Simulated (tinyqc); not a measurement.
# From one set of inputs to another, one input at a time

Model: mobility of a non-polar semiconductor in the relaxation-time approximation. Computed by tinyqc, a small Python program. Command: `OMP_NUM_THREADS=1 python tinyqc.py 3024818 3024819 out.jsonl rta ladder`. One thread of a shared host (Intel(R) Xeon(R) Processor @ 2.30GHz), about 0.02 s of CPU time with the checks.

Each valley is treated as a sphere of mass m_d for states and rates, with one isotropic relaxation time; the conductivity mass m_c sets the current.

The inputs printed are set A. Set A is modelled on electrons in germanium; the values taken over come from a set modelled on electrons in diamond. Inputs not listed in the table keep their values of set A, so the rows need not describe a real material.

Inputs (values chosen for the exercise, modelled on electrons in germanium):

| quantity | value | unit |
|---|---|---|
| longitudinal mass m_l | 1.6 | m_0 |
| transverse mass m_t | 0.0815 | m_0 |
| equivalent valleys Z | 4 | - |
| static permittivity eps_s | 16 | - |
| density rho | 5323 | kg/m^3 |
| sound velocity v_l | 5270 | m/s |
| acoustic deformation potential D_A | 10 | eV |
| phonon energy hbar w | 33 | meV |
| optical or intervalley deformation potential D_o | 4.7 | 1e8 eV/cm |
| final valleys Z_f | 3 | - |
| carrier density n | 3.7e+17 | 1/cm^3 |
| compensation ratio C | 0 | - |
| temperature T | 300 | K |

Band: parabolic. Impurity formula: Brooks-Herring. Further scattering: none.

Constants: k_B = 8.617333262e-05 eV/K; m_0 = 9.1093837015e-31 kg; e = 1.602176634e-19 C; hbar = 1.054571817e-34 J s; eps_0 = 8.8541878128e-12 F/m; k_B = 1.380649e-23 J/K; hbar = 6.582119569e-16 eV s.

Method:
- m_d = (m_l m_t^2)^(1/3); 1/m_c = (1/m_l + 2/m_t)/3; Hall mass factor A = 3 K_m (K_m + 2)/(2 K_m + 1)^2, K_m = m_l/m_t; N_I = n (1 + C)/(1 - C).
- Parabolic band: E = hbar^2 k^2/(2 m), speed v = hbar k/m, states per spin, volume and energy g(E) = m k/(2 pi^2 hbar^2). Here m = m_d. Masses are multiplied by m_0 and all formulas are in SI units.
- The reduced Fermi level eta = E_F/(k_B T) solves n = 2 Z int g f dE with f = 1/(1 + exp(x - eta)) (Z = 1 unless valleys are given); screening length L_s = sqrt(eps_s eps_0 k_B T/(e^2 dn/deta)), dn/deta = 2 Z int g f (1 - f) dE.
- Integrals over x = E/(k_B T) use 160 Gauss-Legendre points in u = sqrt(x) from 0 to sqrt(max(eta, 0) + 32).
- Phonon occupation N_q = 1/(exp(hbar w/(k_B T)) - 1).
- Acoustic deformation potential (elastic, equipartition, absorption and emission together): 1/tau = 2 pi k_B T D_A^2 g(E)/(hbar rho v_l^2).
- Optical or intervalley deformation potential: 1/tau = (pi Z_f D_o^2/(rho w)) [N_q g(E + hbar w) + (N_q + 1) g(E - hbar w)], with g = 0 below the band edge.
- Each optical term is multiplied by (1 - f(E'))/(1 - f(E)), E' the final energy, for Pauli blocking.
- Singly charged impurities, momentum relaxation: 1/tau = N_I e^4 m (1 + 2 alpha E) Phi/(8 pi (eps_s eps_0)^2 hbar^3 k^3), with alpha = 0 for a parabolic band.
- Brooks-Herring: Phi = ln(1 + b) - b/(1 + b), b = 4 k^2 L_s^2.
- mu = (m_d/m_c) (2 Z e/(3 n k_B T)) int g v^2 tau f (1 - f) dE.
- Averages over x are split at the emission threshold x_0 = hbar w/(k_B T): 64 Gauss-Legendre points in sqrt(x) below it and 128 in sqrt(x - x_0) above it, up to x = max(eta, 0) + 32.
- Rates are added at each energy before the average. With <y> = int g v^2 y f (1 - f) dE: Hall factor r_H = A (3 n k_B T/(2 Z m_d)) <tau^2/(1 + 2 alpha E)>/<tau>^2 (alpha = 0 for a parabolic band); Hall mobility r_H mu; |S| = (k_B/e) (<x tau>/<tau> - eta); resistivity 1/(n e mu).

Each row keeps all changes above it:

| input moved | from | to | Hall factor r_H | resistivity (ohm cm) | ionised impurity mobility (cm^2/(V s)) |
|---|---|---|---|---|---|
| set A | - | - | 0.80644 | 0.006603 | 12274 |
| longitudinal mass m_l (m_0) | 1.6 | 1.52 | 0.80838 | 0.006491 | 12241 |
| phonon energy hbar w (meV) | 33 | 140 | 0.82310 | 0.004776 | 12241 |
| static permittivity eps_s | 16 | 5.7 | 0.92510 | 0.012218 | 2128 |
| carrier density n (1/cm^3) | 3.7e+17 | 2.8e+19 | 0.79358 | 0.000482 | 508 |
| optical or intervalley deformation potential D_o (1e8 eV/cm) | 4.7 | 8.1 | 0.79321 | 0.000483 | 508 |
| transverse mass m_t (m_0) | 0.0815 | 0.285 | 0.86746 | 0.002147 | 132 |
| sound velocity v_l (m/s) | 5270 | 17700 | 0.88273 | 0.001745 | 132 |

Hall factor r_H goes from 0.806 to 0.883, a factor 1.09 in all. The largest single move comes from carrier density n (a factor 0.858), but it runs against the net change; the largest move in the direction of the net change is static permittivity eps_s (a factor 1.12). Resistivity goes from 0.00660 to 0.00175, a factor 0.264 in all. The largest single move comes from carrier density n (a factor 0.0395), and transverse mass m_t works against it (a factor 4.44). Ionised impurity mobility goes from 12300 to 132, a factor 0.0107 in all. The largest single move comes from static permittivity eps_s (a factor 0.174). The single moves hold for this order of the switches; the total does not depend on the order.

Caution (rows carrier density n, optical or intervalley deformation potential D_o, transverse mass m_t, sound velocity v_l): above a few 1e18 per cm^3 the Born approximation, static screening and an unperturbed band are rough; measured mobilities are usually lower.

Extremes, crossings and ranges named in words are read from the listed rows.
